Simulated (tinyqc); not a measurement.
Polytypes by hexagonality, and a cubic inclusion as a quantum well: one step. The polarisation field.

Gap: E3 + (Es - E3) h/hs for h up to hs, then linear from Es to E2 at h = 1. Valence top Ev2 h and polarisation P2 h, both counted from 3C; Ec = Ev + gap.

A cubic inclusion of width L = N d in the host (h = 0.5) is a well of depth V = Ec(host) - Ec(3C). Square well with mass mismatch: k tan(k L/2) = (m_w/m_b) q, k = sqrt(m_w E/c), q = sqrt(m_b (V - E)/c), c = hbar^2/2m0, lowest root. The depth of the level, V - E, is its binding, and the transition to the valence top of the host is gap(host) - (V - E). The step in polarisation gives a field |F| = |P|/(eps eps0) in a thin inclusion, eps0 = 8.8541878e-12 F/m.

Inputs chosen for the exercise (of the order of those of SiC; the results hold for these values, not for the real material): E3 = 2.408 eV (gap of the cubic polytype); E2 = 3.353 eV (gap of 2H); Ev2 = 0.107 eV (valence top of 2H above that of 3C); P2 = -0.0449 C/m^2 (spontaneous polarisation of 2H); Es = 3.279 eV (gap at the hexagonality hs); hs = 0.5 (hexagonality up to which the first line holds); eps = 9.8 (dielectric constant).

L = 12.58500 angstrom

Task: Give |F|, the drop |F| L, the bound charge |P|/e per cm^2 (e = 1.602176634e-19 C), and, as a first estimate, the shift -|F| L/2 of the transition for an electron centred in the layer and a hole in the host on the high side.

Give: |F|; drop; bound charge; estimated shift.

Result:

|F| = 2.587 MV/cm
drop = 325.6 meV
bound charge = 1.40e+13 cm^-2
estimated shift = -162.8 meV

The drop is 35 % of the well depth. The host edge on the low side sinks by 163 meV against the centre, less than the 632 meV by which the flat well binds.

Program tinyqc; command `OMP_NUM_THREADS=1 python tinyqc.py 1881146 1881147 out.jsonl`; about 0.04 s on one thread of a shared Intel(R) Xeon(R) Processor @ 2.30GHz.
